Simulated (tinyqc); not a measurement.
Input admittance of a MOSFET at zero drain bias: distributed channel and distributed gate: input impedance against frequency.

Source and drain grounded, strong inversion, w = 2 pi f, Cox = eps0 eox/tox. The channel is an RC line of resistance 1/(mu Cox Vo) per square fed from both ends, so one finger has the intrinsic admittance y = i w Cox L tanh(g)/g per width, g = (1/2) sqrt(i w tau), tau = L^2/(mu Vo). The vertical resistance rv/L is in series with y, the overlaps 2 i w Cov in parallel: y_t = 1/(1/y + rv/L) + 2 i w Cov. The gate strip is a line of Rsh/L per length loaded by y_t, so a finger has Y = y_t Wf tanh(k)/k, k = (Wf/sd) sqrt(y_t Rsh/L); the device has Nf Y.

Low-frequency limits, with c = Cox L and ct = c + 2 Cov: R_strip = Rsh Wf/(3 sd^2 L Nf), R_ch = (c/ct)^2 L/(12 mu Cox Vo Wf Nf), R_vert = (c/ct)^2 rv/(L Wf Nf), C = ct Wf Nf. Z = 1/(Nf Y) = R + 1/(i w C), Q = |Im Z|/R, far-point signal |1/cosh k|.

Values chosen for this exercise; values of the order met in silicon radio-frequency transistors:
```
symbol,value,unit,meaning
eox,25.1,,relative permittivity of the gate insulator (close to zirconium oxide)
tox,11,nm,insulator thickness
L,0.11,um,channel length
Wf,0.79,um,finger width
Nf,1,,number of fingers
mu,350,cm^2/(V s),channel mobility
Vo,0.36,V,gate overdrive
Rsh,26,ohm/square,sheet resistance of the gate
rv,0,ohm um^2,vertical resistivity of the gate stack
sd,1,,number of ends at which a finger is contacted
Cov,0.39,fF/um,overlap and fringe capacitance on each side
```

Constants: eps0 = 8.8541878128e-14 F/cm where lengths are in cm. Results are converted to the units shown.

The same in every row: low-frequency R (ohm) = 87.217.

Input impedance against frequency:
```
f (GHz)	w tau	|k|	R (ohm)	C (fF)	Q	signal at the far point
0.6	0.0036203	0.040862	87.217	2.3719	1282.3	1.0000
1	0.0060339	0.052752	87.217	2.3719	769.35	1.0000
3	0.018102	0.091370	87.217	2.3719	256.45	0.99999
6	0.036203	0.12922	87.216	2.3719	128.23	0.99996
10	0.060339	0.16682	87.216	2.3718	76.938	0.99988
30	0.18102	0.28892	87.209	2.3713	25.653	0.99895
60	0.36203	0.40850	87.185	2.3697	12.839	0.99584
100	0.60339	0.52711	87.129	2.3658	7.7211	0.98858
300	1.8102	0.90746	86.460	2.3196	2.6452	0.91028
```

R falls from 87.2 to 86.5 ohm and C falls from 2.37 to 2.32 fF. Q goes as f^(-1.00) between the first two rows and f^(-0.98) between the last two, where w tau = 1.81 and |k| = 0.907. The low-frequency limits hold both R and C within 5 % up to f = 300 GHz among the rows.

tinyqc, about 0.01 s, one thread, Intel Xeon 2.30GHz (shared host): `OMP_NUM_THREADS=1 python tinyqc.py 2262220 2262221 out.jsonl`
